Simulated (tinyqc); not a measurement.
## Voltage drop against the resistance of a horizontal segment

A grid of 13 by 13 nodes with segments Rx (rows) and Ry (columns); every node draws I1 and the central node kh I1; pads with resistance Rp sit at the nodes whose row and column are multiples of the pitch, counting from 0. The drops u = Vdd - V follow from G u = i, with G the conductance matrix and i the load currents, solved directly. Here the pitch is 4.

Values chosen for this exercise:
```
symbol  value  unit                                   meaning
Vdd         1     V                            supply voltage
Ry       0.49   ohm          resistance of a vertical segment
Rp       0.38   ohm  resistance from a pad node to the supply
kh          5              factor on the load at the hot node
I1        1.7    mA  load current of a node in the large grid
```

Voltage drop against the resistance of a horizontal segment:
```
Rx (ohm)	pads	worst drop (mV)	mean drop (mV)	largest drop at a pad (mV)	largest pad current (mA)	worst drop over Vdd (%)
0.037	16	10.18	8.437	7.948	20.92	1.018
0.075	16	10.62	8.671	8.051	21.19	1.062
0.15	16	11.36	9.067	8.186	21.54	1.136
0.3	16	12.60	9.715	8.373	22.03	1.260
0.6	16	14.62	10.75	8.633	22.72	1.462
1.2	16	17.94	12.41	8.963	23.59	1.794
2.4	16	23.58	15.24	9.313	24.51	2.358
```

What does the comparison show?

The worst drop rises from 10.2 to 23.6 mV and the mean drop rises from 8.44 to 15.2 mV. The worst drop goes as Rx^(0.06) between the first two rows and Rx^(0.39) between the last two.

Computed by the program tinyqc: `OMP_NUM_THREADS=1 python tinyqc.py 2770206 2770207 out.jsonl`, one thread of a shared Intel Xeon 2.30GHz, about 0.08 s for the whole run.
